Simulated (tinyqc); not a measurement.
Square on-chip spiral inductor, lumped pi model: two steps of the calculation.

Outer diameter do = di + 2 n wd + 2 (n - 1) sp, mean da = (do + di)/2, fill p = (do - di)/(do + di), length l = 4 n da. L = 2.34 mu0 n^2 da/(1 + 2.75 p), mu0 = 4 pi 1e-7 H/m. Rs = rho l/(wd delta (1 - exp(-th/delta))), delta = sqrt(rho/(pi f mu0)). Cs = n wd^2 eps0 eo/hu across the coil. At each end Cox = l wd eps0 eo/(2 ho) leads to the substrate branch Rsi = 2 rs he/(l wd) in parallel with Csi = l wd eps0 11.7/(2 he). With one end grounded Y = 1/(Rs + i w L) + i w Cs + 1/[1/(i w Cox) + 1/(1/Rsi + i w Csi)], w = 2 pi f; Q = -Im Y/Re Y. Eddy currents in neighbouring turns and in the substrate are left out.

Parameters, values chosen for the exercise; values of the order met in silicon radio-frequency processes: number of turns n = 6.5; line width wd = 10 um; space between turns sp = 2 um; inner diameter di = 100 um; metal thickness th = 3.4 um; metal resistivity rho = 3 uohm cm; oxide below the coil ho = 9.4 um; oxide between coil and underpass hu = 0.8 um; relative permittivity of the oxide eo = 4.1; substrate resistivity rs = 10 ohm cm; effective spreading depth in the substrate he = 50 um; frequency f = 2.4 GHz.

Constants: eps0 = 8.8541878128e-12 F/m. Results are converted to the units shown.

Problem 1. Geometry and model elements. do, l, L, delta, Rs, Cs, Cox, Rsi and Csi as defined.

Find: do; l; L; delta; Rs; Cs; Cox; Rsi; Csi.

Solution 1.

do = 252.0 um
l = 4576 um
L = 9.996 nH
delta = 1.779 um
Rs = 9.055 ohm
Cs = 29.50 fF
Cox = 88.36 fF
Rsi = 218.5 ohm
Csi = 47.40 fF

Problem 2. Admittance, quality factor and apparent inductance. Series branch 1/(Rs + i w L), substrate branch, total Y, Q = -Im Y/Re Y, apparent inductance Im(1/Y)/w, metal-only value w L/Rs, share of the loss in the substrate Re(substrate branch)/Re Y.

L = 9.9957881 nH
Rs = 9.0547602 ohm
Cs = 29.495513 fF
Cox = 88.361027 fF
Rsi = 218.53147 ohm
Csi = 47.404613 fF

Give: series branch; substrate branch; Y; Q; apparent inductance; w L/Rs; share of the loss in the substrate.

Solution 2.

series branch = 0.3971-6.6104i mS
substrate branch = 0.3233+1.1878i mS
Y = 0.7204-4.9778i mS
Q = 6.9100
apparent inductance = 13.049 nH
w L/Rs = 16.647
share of the loss in the substrate = 44.876 %

Q is 41.5 % of the metal-only value.

Computed by the program tinyqc: `OMP_NUM_THREADS=1 python tinyqc.py 2302113 2302114 out.jsonl`, one thread of a shared Intel Xeon 2.30GHz, about 0.01 s for the whole run.
